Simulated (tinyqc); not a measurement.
Width of layer A: type-II superlattice in the two-band Kane model.

Motion along the axis, period d = a + b, c = hbar^2/2m0. Conduction and light-hole bands couple: (E - Ec)(E - Ev) = Ep c k^2 in each layer, with mass m(E) = (E - Ev)/Ep, which may be negative. The conduction envelope psi and psi'/m(E) are continuous; a layer carries them by [[cos kt, (m/k) sin kt], [-(k/m) sin kt, cos kt]] (cosh and sinh for k^2 < 0), and cos(q d) = tr(M_B M_A)/2. C1 is the first miniband above EvB, with its bottom at tr/2 = +1 and its top at -1; the gap is the bottom of C1 less the top heavy-hole level HH1.

Heavy holes are uncoupled: with e = EvB - E, p = sqrt(mhB e/c), w = sqrt(mhA (EvB - EvA - e)/c), the top level HH1 at q = 0 solves (p/mhB) tan(p b/2) = (w/mhA) tanh(w a/2).

Constants: hbar^2/2m0 = 3.80998211 eV angstrom^2; hc = 1239.841984 eV nm.

Inputs chosen for the exercise (near those of an InAs/GaSb superlattice; not measured data): b = 22 angstrom (layer B); EcA = 0 eV (conduction edge of A); EvA = -0.418 eV (valence edge of A); EcB = 0.94 eV (conduction edge of B); EvB = 0.139 eV (valence edge of B); EpA = 14.3 eV (coupling energy in A); EpB = 17.9 eV (coupling energy in B); mhA = 0.34 m0 (heavy hole in A); mhB = 0.26 m0 (heavy hole in B); As = (20, 31, 34, 44, 54, 62, 76) angstrom (widths of layer A).

Bottom of C1 (tr/2 = +1, above EvB), HH1, the gap and hc/gap; widths at which C1 no longer starts above EvB are left out.

Results:

| a (angstrom) | C1 (eV) | HH1 (eV) | gap (meV) | cut-off (micrometre) |
|---|---|---|---|---|
| 20 | 0.4150 | 0.0162 | 398.7 | 3.11 |
| 31 | 0.2926 | 0.0138 | 278.8 | 4.45 |
| 34 | 0.2687 | 0.0136 | 255.1 | 4.86 |
| 54 | 0.1650 | 0.0135 | 151.5 | 8.18 |
| 62 | 0.1399 | 0.0135 | 126.4 | 9.81 |

Give the missing row, a (angstrom) = 44.

Computed row:
```
a (angstrom)  C1 (eV)  HH1 (eV)  gap (meV)  cut-off (micrometre)
44             0.2074    0.0135      193.9                  6.39
```

From a = 20 to 62 angstrom C1 falls by 275 meV while HH1 moves by -2.7 meV, so layer A tunes the gap, from 399 to 126 meV. The cut-off shifts by 0.122 micrometre per angstrom at the thin end and 0.204 at the thick end: long wavelengths need tight control of the thickness.

Computed by tinyqc, a small Python program: `OMP_NUM_THREADS=1 python tinyqc.py 1280212 1280213 out.jsonl` (the numbers bound the seed that draws the inputs); one thread of a shared host (Intel(R) Xeon(R) Processor @ 2.30GHz), about 0.04 s for the whole set of steps.
